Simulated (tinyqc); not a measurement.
# Free and trapped electrons in a MOS channel with a dense trap tail: free and trapped charge against gate voltage

p-type body, charge-sheet picture, full ionisation (an idealisation for deep acceptors), Boltzmann statistics for free electrons. e = Ec - EF at the surface. Acceptor-like traps of density D(E) = D0 + De exp(-E/Ew) at depth E below Ec, from 0 to Eu, hold n_t = integral of D(E)/(1 + exp((e - E)/Vt)). psi = Eg - Vt ln(Nv/Na) - e; N_dep = sqrt(2 eps0 eps_r Na (psi - Vt)/q); n_f = sqrt(N_dep^2 + 2 eps0 eps_r Vt Nc exp(-e/Vt)/q) - N_dep; Vg = Vfb + psi + q (N_dep + n_t + n_f)/Cox, Cox = eps0 eox/tox.

Free share n_f/(n_f + n_t); swing ln 10 n_f/(dn_f/dVg); field-effect mobility mf q (dn_f/dVg)/Cox, for a constant mf; oxide field q (N_dep + n_t + n_f)/(eps0 eox).

Inputs (values chosen for the exercise); band and dielectric values close to those of 4H silicon carbide:
```
symbol    value         unit                                             meaning
T           300            K                                         temperature
Eg         3.23           eV                                            band gap
eps_r      9.53                                            relative permittivity
Nc      1.68e19        cm^-3              conduction-band density of states at T
Nv      2.51e19        cm^-3                 valence-band density of states at T
eox         3.9                           relative permittivity of the insulator
tox          47           nm                                 insulator thickness
Na       9.7e15        cm^-3                                    acceptor density
Vfb       -2.13            V            flat-band voltage without trapped charge
D0       2.9e10  cm^-2 eV^-1  constant background density of acceptor-like traps
De         4e12  cm^-2 eV^-1          density of the tail at the conduction edge
Ew         0.05           eV                            decay energy of the tail
Eu         0.92           eV        depth below Ec down to which the traps reach
mf           72   cm^2/(V s)                          mobility of free electrons
```

Constants: q = 1.602176634e-19 C, kB = 1.380649e-23 J/K, Vt = kB T/q, eps0 = 8.8541878128e-14 F/cm where lengths are in cm. Results are converted to the units shown.

Results:

| Vg (V) | e (eV) | n_f (cm^-2) | n_t (cm^-2) | free share (%) | swing (mV/decade) | field-effect mobility (cm^2/(V s)) | oxide field (MV/cm) |
|---|---|---|---|---|---|---|---|
| 1.7 | 0.3643 | 3.340e6 | 1.634e10 | 0.02044 | 77.04 | 0.01567 | 0.2484 |
| 2.5 | 0.08286 | 1.494e11 | 7.771e10 | 65.79 | 968.3 | 55.79 | 0.3587 |
| 3.4 | 0.04526 | 4.975e11 | 1.216e11 | 80.36 | 2825 | 63.68 | 0.5422 |
| 4.2 | 0.02714 | 8.291e11 | 1.469e11 | 84.95 | 4527 | 66.20 | 0.7086 |
| 5.1 | 0.01256 | 1.214e12 | 1.669e11 | 87.91 | 6464 | 67.89 | 0.8970 |
| 5.9 | 0.002393 | 1.562e12 | 1.796e11 | 89.69 | 8201 | 68.87 | 1.065 |
| 6.8 | -0.007062 | 1.959e12 | 1.900e11 | 91.16 | 1.017e4 | 69.64 | 1.254 |
| 8.5 | -0.02126 | 2.719e12 | 2.025e11 | 93.07 | 1.394e4 | 70.50 | 1.613 |

Estimate the missing row, Vg = 7.6 V.

Computed row:

| Vg (V) | e (eV) | n_f (cm^-2) | n_t (cm^-2) | free share (%) | swing (mV/decade) | field-effect mobility (cm^2/(V s)) | oxide field (MV/cm) |
|---|---|---|---|---|---|---|---|
| 7.6 | -0.01423 | 2.316e12 | 1.968e11 | 92.17 | 1.194e4 | 70.12 | 1.423 |

With this row back in the table: n_f reaches 1e11 cm^-2 at Vg = 2.36 V, against 2.21 V without traps. The free share rises from 0.0204 to 93.1 % and the field-effect mobility rises from 0.0157 to 70.5 cm^2/(V s), although mf = 72 is constant: in the last row 97.9 % of Cox dVg goes into free electrons. The swing in the first row is 77.0 mV a decade (Vt ln 10 = 59.5). For Vg = 3.4, 4.2, 5.1, 5.9, 6.8, 7.6, 8.5 EF lies less than 2 Vt below the band edge, or above it, where degeneracy and confinement, left out, matter.

Numbers from tinyqc (`OMP_NUM_THREADS=1 python tinyqc.py 2222137 2222138 out.jsonl`; about 0.02 s on one thread of a shared Intel Xeon 2.30GHz).
